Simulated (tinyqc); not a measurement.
Deep-level transient spectroscopy (DLTS) of one majority-carrier trap: one step, computed by the program tinyqc. Command: `OMP_NUM_THREADS=1 python tinyqc.py 3023448 3023449 out.jsonl dlts walk`. One thread of a shared host (Intel(R) Xeon(R) Processor @ 2.30GHz), about 0.1 s of CPU time with the checks.

A filling pulse loads the traps in a one-sided junction; under reverse bias they empty at the rate e, and the capacitance relaxes as C(t) = C_0 - dC exp(-e t). The signal is S = [C(t_2) - C(t_1)]/dC.

Question. Peak temperature and width. e = g sigma v N_b exp(-E/k_B T), v = sqrt(3 k_B T/m), N_b = 2 M (2 pi m k_B T/h^2)^(3/2), sigma = sigma_0 exp(-E_b/k_B T), E = E_t. S(e) = exp(-e t_1) - exp(-e t_2) peaks at the rate window e_0 = ln(t_2/t_1)/(t_2 - t_1). T_p solves e(T) = e_0 (bisection between 15 and 1500 K); the half-height points solve S = S_max/2 on either side.

Inputs (values chosen for the exercise, for a model semiconductor):
```
quantity                    value  unit
density-of-states mass m    0.249   m_0
valleys M                       6     -
trap depth E_t              0.336    eV
cross-section sigma_0     4.2e-14  cm^2
degeneracy ratio g            0.5     -
gate time t_1                0.01     s
ratio t_2/t_1                   5     -
temperature T                 153     K
capture barrier E_b          0.12    eV
```

Carriers: electrons. Extra term: capture barrier.

rate window e_0 = 40.23595 1/s

peak height S_max = 0.5349922

Constants: k_B = 8.617333262e-05 eV/K; k_B = 1.380649e-23 J/K; m_0 = 9.1093837015e-31 kg; h = 6.62607015e-34 J s.

Give: peak temperature T_p; lower half-height point; upper half-height point; full width.

Answer.

peak temperature T_p = 208.14 K

lower half-height point = 197.04 K

upper half-height point = 217.51 K

full width = 20.462 K

The width is 9.8 % of T_p, and E_t is 18.7 k_B T_p.
